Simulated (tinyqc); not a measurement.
Worked calculation: heavy doping: gap narrowing, degeneracy and the minority density. Values are carried at full precision from step to step, so a last printed digit may differ when a step is redone from the rounded ones.

Empirical narrowing (Slotboom form, constants chosen for the exercise; published fits of this form give the apparent narrowing, here it is taken as the true one): dEg = E0 [ln(N/N0) + sqrt(ln(N/N0)^2 + C)].

Constants: kB = 8.617333262e-05 eV/K; e^2/(4 pi eps0) = 14.39964547 eV angstrom.

Values chosen for the exercise (gap and densities of states near those of Si at this temperature; narrowing constants near the fits for Si; the results hold for these values, not for the real material): N = 8.4e+17 1/cm^3 (ionised acceptors, equal to the majority density); E0 = 7.14 meV (narrowing scale); N0 = 1.6e+17 1/cm^3 (onset density); C = 0.5 (smoothing constant); Nv = 1.76e+19 1/cm^3 (valence-band density of states); Eg = 1.107 eV (gap); Nc = 4.2e+19 1/cm^3 (conduction-band density of states); T = 400 K; eps = 11.9 (dielectric constant); Mv = 1 (majority valleys).

## Gap narrowing

Evaluate at N.

ln(N/N0) = 1.6582
dEg (empirical fit) = 24.71 meV

Well above N0 each decade of doping adds 2 E0 ln 10 = 32.9 meV.

## Degeneracy of the majority band

F_j(eta) = (1/Gamma(j + 1)) integral_0^infinity x^j dx/(1 + exp(x - eta)), which tends to exp(eta) for eta << 0.

Majority: N = Nv F_1/2(eta), eta the distance of EF beyond the majority band edge in kT. Degeneracy factor gam = F_1/2(eta)/exp(eta). ni0^2 = Nc Nv exp(-Eg/kT); product n p = ni0^2 gam exp(dEg/kT), dEg the true narrowing; apparent narrowing dEa = dEg + kT ln gam; minority density = n p/N.

Solve for eta and form gam.

N/Nv = 0.04773
eta = -3.0254
gam = 0.9833

## Product and minority density

Combine both effects.

ni0 = 2.89e+12 1/cm^3
exp(dEg/kT) = 2.05
dEa = 24.1 meV
sqrt(n p) = 4.10e+12 1/cm^3
minority density = 2.00e+07 1/cm^3

Narrowing multiplies the product by 2.05 and degeneracy by 0.983; together they change the minority density by a factor 2.01 against ni0^2/N.

## Two estimates of the size

Two physical estimates, e2 = e^2/(4 pi eps0), N in 1/angstrom^3: exchange shift at the Fermi level, Ex = (e2/eps) kF/pi with kF = (3 pi^2 N/Mv)^(1/3); screened-pair energy (Lanyon-Tuft), Es = (3/4)(e2/eps) qs with qs^2 = (4 pi e2 N/(eps kT)) F_-1/2(eta)/F_1/2(eta).

Evaluate both at N.

kF = 0.02919 1/angstrom
Ex = 11.24 meV
Es = 17.32 meV

Against the fitted dEg = 24.7 meV, Ex is 0.45 and Es 0.70 times as large; each keeps one mechanism only, and Ex assumes a strongly degenerate gas, while here eta is only -3.03.

## Checks

- Minority density against the Boltzmann occupation of the other band at the narrowed gap (1/cm^3): both 1.999e+07.

Run: tinyqc, `OMP_NUM_THREADS=1 python tinyqc.py 1681913 1681914 out.jsonl`; Intel(R) Xeon(R) Processor @ 2.30GHz, one thread, shared host; about 0.01 s of CPU time with all checks.
